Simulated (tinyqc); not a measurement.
Inside a calculation. Method: plane-wave Kohn-Sham cycle with exchange-only LDA in a layered model solid. One step of it, computed by the program tinyqc.

Question. Iteration 2: Hamiltonian at one k. H(m,m') = (k + G_m)^2/2 delta + V(G_m - G_m'), with V(-G) = V(G).

A solid whose potential varies along x alone (atomic units):
```
parameter                      value
period a                    8.300000
cross-section of the cell  33.000000
electrons per cell                 4
grid points                       16
plane waves -n..n, n               2
k points                           3
V1 in V1 cos(2 pi x/a)     -0.260000
```

V(G_m), m = 0, 1, 2, ... (hartree): [-0.237290, -0.077601, 0.001500, 0.000101, 0.000095]

k = 0.000000 2 pi / a

Give: H.

Answer.

H (hartree), order -2, -1, +0, +1, +2:
```
[[0.909, -0.078, 0.001, 0.000, 0.000],
 [-0.078, 0.049, -0.078, 0.001, 0.000],
 [0.001, -0.078, -0.237, -0.078, 0.001],
 [0.000, 0.001, -0.078, 0.049, -0.078],
 [0.000, 0.000, 0.001, -0.078, 0.909]]
```
